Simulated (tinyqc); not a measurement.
The mobility curve: inversion-layer mobility, back-scattering and ballistic limit of a field-effect transistor. Computed by tinyqc, a small Python program. Command: `OMP_NUM_THREADS=1 python tinyqc.py 3006449 3006450 out.jsonl mos walk`. One thread of a shared host (Intel(R) Xeon(R) Processor @ 2.30GHz), about 0.01 s of CPU time with the checks.

The charge at the top of the source barrier is fixed by the gate; series resistance and short-channel effects are left out. F_j are Fermi integrals normalised to exp(eta) in the classical limit.

Inputs (values chosen for the exercise, modelled on a germanium p-channel): weight w of the inversion charge = 0.333; permittivity eps = 16; phonon mobility at 1 MV/cm and 300 K, mu_ph = 240 cm^2/(V s); roughness mobility at 1 MV/cm, mu_sr = 310 cm^2/(V s); Coulomb mobility at N_inv = 1e12/cm^2, mu_C = 490 cm^2/(V s); electrical oxide thickness t_inv = 2.7 nm; depletion charge N_dep = 6.8e+11 1/cm^2; temperature T = 200 K.

Statistics at the top of the barrier: Fermi-Dirac.

Constants: eps_0 = 8.8541878128e-12 F/m; e = 1.602176634e-19 C.

Method. N_inv = 3.9 eps_0 (V_G - V_T)/(e t_inv); effective field E_eff = e (N_dep + w N_inv)/(eps eps_0). mu_phonon = mu_ph (E_eff/1 MV/cm)^(-0.3) (T/300 K)^(-1.75); mu_rough = mu_sr (E_eff/1 MV/cm)^(-2); mu_Coulomb = mu_C (N_inv/1e12 cm^-2) (T/300 K); Matthiessen's rule adds 1/mu.

Mobilities (cm^2/(V s)):
```
V_G - V_T (V)  N_inv (1/cm^2)  E_eff (MV/cm)  phonon  roughness  Coulomb   total
0.03               2.3948e+11        0.08592  1018.9      41990     78.2   72.53
0.06               4.7895e+11        0.09494   988.9      34391    156.5  134.56
0.12               9.5790e+11        0.11298   938.6      24286    312.9  232.43
0.20               1.5965e+12        0.13703   885.8      16510    521.5  321.86
0.35               2.7939e+12        0.18212   813.3       9346    912.7  411.15
0.50               3.9913e+12        0.22722   761.1       6005   1303.8  444.95
0.75               5.9869e+12        0.30237   698.6       3391   1955.7  446.88
1.00               7.9825e+12        0.37753   653.6       2175   2607.6  421.35
1.50               1.1974e+13        0.52784   591.0       1113   3911.4  351.33
```

What follows from these numbers?

The lowest part is Coulomb from 0.0300 to 0.200, phonon from 0.350 to 1.50 V. The total peaks at 447 near E_eff = 0.30 MV/cm: screening lifts it at low density and the field presses it down at high density.

Extremes, crossings and ranges named in words are read from the listed rows.
